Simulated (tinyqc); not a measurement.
Chemical vapour deposition: Grove model, boundary layer, depletion and step coverage: one step, computed by the program tinyqc.

A precursor diffuses to the surface and reacts there at first order; each molecule that reacts adds one formula unit of film.

Task: Depletion along the susceptor. Plug flow: U b dC/dx = -k_eff C with k_eff = k_s h_g/(k_s + h_g), so C falls as exp(-k_eff x/(U b)); the used share of the precursor is 1 - C(L)/C(0).

Inputs (values chosen for the exercise, close to those used for epitaxial silicon from a chlorosilane):

| quantity | value | unit |
|---|---|---|
| temperature T | 1050 | C |
| gas velocity U | 15 | cm/s |
| susceptor length L | 35 | cm |
| channel height b | 6.7 | cm |

Reactor: horizontal, atmospheric.

surface rate constant k_s = 0.4217429 cm/s

mass-transfer coefficient h_g = 1.627042 cm/s

growth rate G at the inlet = 82.48143 nm/min

Give: k_eff; depletion length; rate at the outlet over rate at the inlet; rate at the outlet.

Result:

k_eff = 0.33493 cm/s

depletion length = 300.07 cm

rate at the outlet over rate at the inlet = 0.88990

rate at the outlet = 73.401 nm/min

11.0 % of the precursor is used.
